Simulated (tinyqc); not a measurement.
WKB tunnelling through a gate dielectric with a two-band (Franz) dispersion: one step. Decay constant through the layer. Two cases, with inputs chosen for the exercise.

Problem. Nine points x = j x_e/8.

At depth x the conduction edge lies u(x) = phi - V x/t above the electron. Parabolic: kappa = sqrt(m u/c). Franz: kappa = sqrt(m u (1 - u/Eg)/c), which vanishes at both band edges. c = hbar^2/2m0. T = exp(-2 integral of kappa dx) over the region u > 0; no image force, no prefactor, zero transverse momentum. The region ends at x_e = min(t, phi t/V); x_e < t is the Fowler-Nordheim regime.

Constants: hbar^2/2m0 = 3.80998211 eV angstrom^2.

Give: kappa (1/angstrom).

Case 1.

Values chosen (of the size used for SiO2 on silicon; shifted at random, so the results belong to these values and not to a real crystal):
- Eg = 8.72 eV (gap of the dielectric)
- phi = 3.19 eV (barrier above the electron energy at the emitter)
- m = 0.56 m0 (mass at the conduction edge)
- t = 13 angstrom (thickness)
- V = 0.7 V (voltage across the layer)

x_e = 13.0000 angstrom

Solution.

kappa (1/angstrom):

| x (angstrom) | u (eV) | parabolic | Franz |
|---|---|---|---|
| 0.000 | 3.1900 | 0.6847 | 0.5453 |
| 1.625 | 3.1025 | 0.6753 | 0.5420 |
| 3.250 | 3.0150 | 0.6657 | 0.5385 |
| 4.875 | 2.9275 | 0.6560 | 0.5346 |
| 6.500 | 2.8400 | 0.6461 | 0.5305 |
| 8.125 | 2.7525 | 0.6361 | 0.5262 |
| 9.750 | 2.6650 | 0.6259 | 0.5215 |
| 11.375 | 2.5775 | 0.6155 | 0.5166 |
| 13.000 | 2.4900 | 0.6050 | 0.5113 |

At the emitter the Franz value is 20.4 % below the parabolic one, the factor sqrt(1 - phi/Eg).

Case 2.

Values chosen (of the size used for SiO2 on silicon; shifted at random, so the results belong to these values and not to a real crystal):
- Eg = 9.11 eV (gap of the dielectric)
- phi = 3.23 eV (barrier above the electron energy at the emitter)
- m = 0.46 m0 (mass at the conduction edge)
- t = 28 angstrom (thickness)
- V = 0.6 V (voltage across the layer)

x_e = 28.0000 angstrom

Solution.

kappa (1/angstrom):

| x (angstrom) | u (eV) | parabolic | Franz |
|---|---|---|---|
| 0.000 | 3.2300 | 0.6245 | 0.5017 |
| 3.500 | 3.1550 | 0.6172 | 0.4990 |
| 7.000 | 3.0800 | 0.6098 | 0.4961 |
| 10.500 | 3.0050 | 0.6023 | 0.4931 |
| 14.000 | 2.9300 | 0.5948 | 0.4899 |
| 17.500 | 2.8550 | 0.5871 | 0.4865 |
| 21.000 | 2.7800 | 0.5793 | 0.4829 |
| 24.500 | 2.7050 | 0.5715 | 0.4792 |
| 28.000 | 2.6300 | 0.5635 | 0.4753 |

At the emitter the Franz value is 19.7 % below the parabolic one, the factor sqrt(1 - phi/Eg).

Computed by tinyqc, one run a case: `OMP_NUM_THREADS=1 python tinyqc.py N N+1 out.jsonl` with N = 1482677, 1482876; one thread of a shared Intel(R) Xeon(R) Processor @ 2.30GHz, about 0.01 s a run at most.
